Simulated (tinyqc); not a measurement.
## Short-channel transistor, virtual-source model with series resistance: effect of the threshold at zero drain voltage on the on and off currents

The current per gate width is the charge at the top of the source barrier (the virtual source) times its velocity times a saturation function; al and be are fitting constants of the model. Units: I in uA/um, Rs in ohm um, so I Rs = 1e-6 I Rs in volts; Q in uC/cm^2, so I = 1e-4 Q vx0 Fsat with vx0 in cm/s.

Intrinsic voltages Vg' = Vgs - I Rs, Vd' = Vds - 2 I Rs. n = n0 + nd Vd', VT = VT0 - dl Vd', Ff = 1/(1 + exp((Vg' - VT + al Vt/2)/(al Vt))), Q = Cinv n Vt ln(1 + exp((Vg' - VT + al Vt Ff)/(n Vt))), Vdsat = (vx0 L/mu)(1 - Ff) + Vt Ff, Fsat = u/(1 + u^be)^(1/be) with u = Vd'/Vdsat, and I = Q vx0 Fsat per width. I is solved self-consistently. Ion is I at Vgs = Vds = 1.2 V, Ioff at Vgs = 0, Vds = 1.2 V, and Rlin = Vds/I at Vgs = 1.2 V, Vds = 0.05 V.

Values chosen for this exercise:
- T = 325 K (temperature)
- Cinv = 3.54 uF/cm^2 (inversion capacitance)
- vx0 = 1.32e7 cm/s (velocity at the virtual source)
- mu = 330 cm^2/(V s) (apparent mobility)
- L = 16 nm (channel length)
- dl = 0.2 V/V (drain-induced barrier lowering)
- n0 = 1.1 (subthreshold factor)
- nd = 0.05 1/V (growth of n with drain voltage)
- al = 3.5 (threshold shift (in units of Vt) from weak to strong inversion)
- be = 1.6 (sharpness of saturation)
- Rs = 50 ohm um (series resistance of each contact)

Constants: q = 1.602176634e-19 C, kB = 1.380649e-23 J/K, Vt = kB T/q. Results are converted to the units shown.

Result of one run:
```
VT0 (V)  Ion (uA/um)  Ioff (nA/um)  log10(Ion/Ioff)  Rlin (ohm um)
0.35            3808       3.119e4            2.087          116.8
```

What becomes of these results when the threshold at zero drain voltage VT0 is changed from 0.35 to 0.5 V, all else the same?

Result of the changed run:
```
VT0 (V)  Ion (uA/um)  Ioff (nA/um)  log10(Ion/Ioff)  Rlin (ohm um)
0.5             3286         753.4            3.640          120.6
```

The whole series:
```
VT0 (V)  Ion (uA/um)  Ioff (nA/um)  log10(Ion/Ioff)  Rlin (ohm um)
0.15            4501       4.078e5            1.043          113.5
0.2             4328       2.739e5            1.199          114.2
0.25            4155       1.610e5            1.412          115.0
0.3             3981       7.874e4            1.704          115.8
0.35            3808       3.119e4            2.087          116.8
0.4             3634       1.023e4            2.551          117.9
0.45            3460          2914            3.075          119.2
0.5             3286         753.4            3.640          120.6
```

As VT0 goes from 0.15 to 0.5 V, Ion falls from 4500 to 3290 uA/um, Ioff falls from 4.08e5 to 753 nA/um and Rlin rises from 113 to 121 ohm um. Ion changes by a factor of 0.730 and Ioff by 0.00185. The off current depends on it through an exponential, the on current about linearly. For VT0 = 0.15 to 0.45 V the off current passes 1 uA/um, so the device is hardly off at Vgs = 0.

Numbers from tinyqc (`OMP_NUM_THREADS=1 python tinyqc.py 2380159 2380160 out.jsonl`; about 0.02 s on one thread of a shared Intel Xeon 2.30GHz).
